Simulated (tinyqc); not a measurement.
Rigid-ion and shell models of the dielectric response of an ionic crystal. Changing the nearest-neighbour distance d. Computed by tinyqc, a small Python program. Command: `OMP_NUM_THREADS=1 python tinyqc.py 3019790 3019791 out.jsonl shell sweep`. One thread of a shared host (Intel(R) Xeon(R) Processor @ 2.30GHz), about 0.01 s of CPU time with the checks.

Charges +Z and -Z; 6 nearest neighbours, Madelung constant M = 1.747565, volume per ion pair Omega = 2.000000 d^3. Energy per pair U = -M Z^2 e2/d + 6 A exp(-d/rho), e2 = e^2/(4 pi eps_0). In the shell model the anion is a core of charge Y - Z and a massless shell of charge -Y, joined by the spring k; the repulsion acts on the shell. Each ion feels the Lorentz field E + (4 pi/3) P (Gaussian units).

Inputs (values chosen for the exercise, for a model crystal):

| quantity | value | unit |
|---|---|---|
| ionic charge Z | 1 | e |
| hardness d/rho | 12 | - |
| cation mass | 148 | u |
| anion mass | 79.9 | u |
| shell charge size Y | 2.51 | e |
| core-shell spring k | 82.1 | eV/angstrom^2 |
| cation polarisability alpha_+ | 0.084 | angstrom^3 |

Structure: rock salt.

Constants: e^2/(4 pi eps_0) = 14.39964548 eV angstrom; 1 eV/angstrom^3 = 160.2176634 GPa; nu for 1 eV/(angstrom^2 u) = 15.6333042 THz; 1 THz = 33.35640952 1/cm.

Method:
- Zero pressure fixes 6 A exp(-d/rho) = M Z^2 e2 rho/d^2. Then U = -(M Z^2 e2/d)(1 - rho/d), B = M Z^2 e2 (d/rho - 2)/(9 Omega d), and the spring of one sublattice against the other is R = (1/3) x (Laplacian of the repulsion summed over neighbours) = M Z^2 e2 (d/rho - 2)/(3 d^3), so R = 3 B Omega/d^2.
- Eliminating the shell gives the anion polarisability alpha_- = Y^2 e2/(k + R), the Szigeti charge Z_S = Z - Y R/(k + R) and the softened spring R' = k R/(k + R). With b = 4 pi (alpha_+ + alpha_-)/(3 Omega): eps_inf = (1 + 2b)/(1 - b) (Clausius-Mossotti); Born charge Z* = Z_S (eps_inf + 2)/3.
- mu lambda_TO = R' - (4 pi e2/(3 Omega)) Z_S^2/(1 - b); mu lambda_LO = mu lambda_TO + 4 pi e2 Z*^2/(eps_inf Omega); eps_s = eps_inf lambda_LO/lambda_TO.
- lambda in eV/(angstrom^2 u) gives the wavenumber 15.6333042 x 33.35640952 x sqrt(lambda); mu is the reduced mass.

One run for each value:

| nearest-neighbour distance d (angstrom) | eps_s | eps_inf | omega_TO (1/cm) | bulk modulus B (GPa) |
|---|---|---|---|---|
| 1.87 | 4.1795 | 2.4977 | 205.71 | 183.17 |
| 1.98 | 3.8836 | 2.2024 | 189.07 | 145.73 |
| 2.09 | 3.6663 | 1.9854 | 174.53 | 117.39 |
| 2.20 | 3.5018 | 1.8209 | 161.74 | 95.62 |
| 2.31 | 3.3740 | 1.6930 | 150.44 | 78.66 |
| 2.42 | 3.2729 | 1.5916 | 140.38 | 65.31 |
| 2.53 | 3.1914 | 1.5100 | 131.39 | 54.67 |
| 2.64 | 3.1249 | 1.4432 | 123.32 | 46.11 |
| 2.75 | 3.0699 | 1.3880 | 116.04 | 39.16 |

Over the rows, eps_s falls from 4.18 to 3.07 (exponent d ln y / d ln x -1.3 between the first rows and -0.43 between the last); eps_inf falls from 2.50 to 1.39 (exponent d ln y / d ln x -2.2 between the first rows and -0.96 between the last); omega_TO (1/cm) falls from 206 to 116 (exponent d ln y / d ln x about -1.5 throughout). The exponent of bulk modulus B stays at -4: B is an energy ~ 1/d over a volume ~ d^3. d/rho, k and the cation polarisability are held fixed, so each row is a different crystal at zero pressure, not one crystal under strain.
